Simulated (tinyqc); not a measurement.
## Bandgap voltage reference from two bipolar transistors: output against temperature

Two transistors of area 1 and N carry the same current I. Is(T) = Is (T/T0)^eta exp[(Vg0 q/kB)(1/T0 - 1/T)], VBE1 = Vt ln(I/Is(T)) + I rb, VBE2 = Vt ln(I/(N Is(T))) + I rb/N. The amplifier forces I R1(T) = VBE1 - VBE2 + Vos, with R(T) = R (1 + tc (T - T0)) for both resistors, and the output is Vref = VBE1 + I R2(T). Base currents and the Early effect are neglected.

Vt = kB T/q; I = (Vt ln N + Vos)/(R1(T) - rb (1 - 1/N)).

Inputs (values chosen for the exercise); values of the order met in silicon bipolar transistors:
```
symbol    value   unit                                                   meaning
T0          300      K                                     reference temperature
Vg0        1.18      V                      band-gap voltage extrapolated to 0 K
eta         4.2                   temperature exponent of the saturation current
Is      1.7e-18      A           saturation current of the unit transistor at T0
N            10                              area ratio of the second transistor
R1           14   kohm  resistor across which the difference of VBE falls, at T0
tc         1300  ppm/K                 temperature coefficient of both resistors
Vos         2.4     mV                                   offset of the amplifier
rb           57    ohm                  series resistance of the unit transistor
R2          133   kohm                                     output resistor at T0
```

Constants: q = 1.602176634e-19 C, kB = 1.380649e-23 J/K. Results are converted to the units shown.

Output against temperature:
```
T (K),I (uA),VBE1 (V),I R2 (V),Vref (V),Vref - Vref(T0) (mV),dVref/dT (uV/K)
218,3.6653,0.88144,0.43552,1.3170,-12.897,212.51
233,3.8205,0.85611,0.46387,1.3200,-9.8737,190.78
253,4.0174,0.82186,0.50166,1.3235,-6.3321,163.72
273,4.2036,0.78708,0.53945,1.3265,-3.3120,138.58
298,4.4227,0.74295,0.58669,1.3296,-0.21665,109.44
323,4.6279,0.69812,0.63391,1.3320,2.1784,82.494
348,4.8205,0.65264,0.68113,1.3338,3.9237,57.418
373,5.0016,0.60657,0.72834,1.3349,5.0628,33.967
398,5.1723,0.55993,0.77555,1.3355,5.6339,11.941
423,5.3333,0.51277,0.82276,1.3355,5.6703,-8.8267
```

VBE1 falls by 1.80 mV/K on average and I R2 rises by 1.89 mV/K. The slope of Vref vanishes at T = 412 K. Between 233 and 398 K Vref spans 15.5 mV, or 70.7 ppm/K by the box method (span over the average over T, over 165 K).

Computed by the program tinyqc: `OMP_NUM_THREADS=1 python tinyqc.py 2062157 2062158 out.jsonl`, one thread of a shared Intel Xeon 2.30GHz, about 0.02 s for the whole run.
